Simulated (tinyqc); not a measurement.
## Gate sheet resistance from two finger widths

Problem. At low frequency R = Rsh Wf/(3 L) + B/Wf, where B collects the channel and vertical terms. Find Rsh, B and the width of lowest R.

Parameters, values chosen for the exercise:
```
symbol  value  unit         meaning
L        0.14    um  channel length
```

input resistance of single fingers, contacted at one end, of width 0.72 and 4.9 um (ohm): 846.70476  213.44898

Answer. R Wf is a straight line in Wf^2; the minimum of R lies where both terms are equal.

Rsh = 7.800 ohm/square
B = 600.0 ohm um
width of lowest R = 5.684 um

Program tinyqc, `OMP_NUM_THREADS=1 python tinyqc.py 2262217 2262218 out.jsonl`; Intel Xeon 2.30GHz, shared host, one thread, about 0.01 s.
